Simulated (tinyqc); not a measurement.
From results back to parameters: tunnelling through a thin dielectric with one trap, as a tight-binding chain. Three cases, with inputs chosen for the exercise.

Problem. A resonance has full width Gamma_L + Gamma_R and peak height 4 Gamma_L Gamma_R/(Gamma_L + Gamma_R)^2. The values come from hidden widths.

Case 1.

full width = 18.2643 meV
peak height = 0.0437055

Case 2.

full width = 16.2342 meV
peak height = 0.0443221

Case 3.

full width = 8.47579 meV
peak height = 0.0230558

Find: larger and smaller width.

Solution. The widths are (W/2)(1 +/- sqrt(1 - peak)); which belongs to which lead the line shape cannot tell.

Case 1.

larger and smaller width (meV): 18.1  0.202

Case 2.

larger and smaller width (meV): 16.1  0.182

Case 3.

larger and smaller width (meV): 8.43  0.0491

Computed by tinyqc, one run a case: `OMP_NUM_THREADS=1 python tinyqc.py N N+1 out.jsonl` with N = 1452323, 1452336, 1452344; one thread of a shared Intel(R) Xeon(R) Processor @ 2.30GHz, about 0.1 s a run at most.
